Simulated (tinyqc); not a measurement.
Finnis-Sinclair potential for a bcc metal: fit to cohesion and elasticity, then vacancy, surfaces and structure: one step, computed by the program tinyqc. Command: `OMP_NUM_THREADS=1 python tinyqc.py 3113584 3113585 out.jsonl fsfit walk`. One thread of a shared host (Intel(R) Xeon(R) Processor @ 2.30GHz), about 0.01 s of CPU time with the checks.

E = (1/2) sum V(r) - A sqrt(rho), rho = sum phi(r), phi = (r - d)^2 for r < d, V = (r - c)^2 (c0 + c1 r + c2 r^2) for r < c. In bcc the 8 first neighbours lie at sqrt(3) a/2 and the 6 second at a; both cut-offs lie below the third shell; Omega = a^3/2; E is per atom and z the number of atoms in a shell. The four constants A, c0, c1, c2 are fitted to E_c, zero pressure, B and C12 - C44 alone, so C44 and C11 - C12 are not matched singly; defects are unrelaxed.

Question. Unrelaxed vacancy. E_v = -A sum_shells z [sqrt(rho - phi(r)) - sqrt(rho)] - (1/2) sum z V(r): the neighbours lose one bond each, and the atom is put back in the bulk.

Inputs (values chosen for the exercise, modelled on molybdenum):
```
quantity             value      unit
lattice constant a   3.147  angstrom
cohesive energy E_c   6.88        eV
density cut-off d/a  1.334         -
pair cut-off c/a      1.05         -
```

c0, c1, c2 (eV/angstrom^2, eV/angstrom^3, eV/angstrom^4): 180.8892  -138.4416  26.7276

A = 2.132422 eV/angstrom

rho = 23.97998 angstrom^2

Give: V at the two shells; phi at the two shells; vacancy energy E_v; E_v/E_c.

Answer.

V at the two shells (eV): 0.7065  0.2454

phi at the two shells (angstrom^2): 2.169  1.105

vacancy energy E_v = 1.765 eV

E_v/E_c = 0.2566

A pair potential would give E_v = E_c; the square root lowers the ratio to 0.26.
